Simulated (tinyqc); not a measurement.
The product rho l across metals: free and nearly free electrons in a metal.

Constants: hbar^2/2m0 = 3.80998211 eV angstrom^2; hbar = 6.58211957e-16 eV s.

Free electrons with m = 1; fcc cells hold 4 atoms and bcc cells 2; n = atoms z/a^3, kF = (3 pi^2 n)^(1/3), rho l = hbar kF/(n e^2), e = 1.602176634e-19 C. Inputs are chosen for the exercise.

Results:

| case | lattice | a (angstrom) | z | rho (micro-ohm cm) | kF (1/angstrom) | EF (eV) | l (nm) | rho l (1e-16 ohm m^2) |
|---|---|---|---|---|---|---|---|---|
| near Ag | fcc | 4.057 | 1 | 1.49 | 1.210 | 5.58 | 55.7 | 8.30 |
| near Cu | fcc | 3.613 | 1 | 1.62 | 1.359 | 7.04 | 40.6 | 6.58 |
| near Li | bcc | 3.482 | 1 | 10.12 | 1.119 | 4.77 | 9.6 | 9.71 |
| near Al | fcc | 4.089 | 3 | 2.68 | 1.732 | 11.43 | 15.1 | 4.05 |
| near Ca | fcc | 5.575 | 2 | 3.39 | 1.110 | 4.69 | 29.1 | 9.88 |
| near Au | fcc | 4.110 | 1 | 2.15 | 1.195 | 5.44 | 39.6 | 8.52 |

rho l falls as n^(-2/3): it is lowest for the case near Al and highest for near Ca. The lowest bulk rho belongs to near Ag; in very narrow wires, where rho l rules, the order changes. Real Fermi surfaces depart from spheres, most for the polyvalent and noble metals.

Computed by tinyqc, a small Python program: `OMP_NUM_THREADS=1 python tinyqc.py 1651206 1651207 out.jsonl` (the numbers bound the seed that draws the inputs); one thread of a shared host (Intel(R) Xeon(R) Processor @ 2.30GHz), about 0.01 s for the whole set of steps.
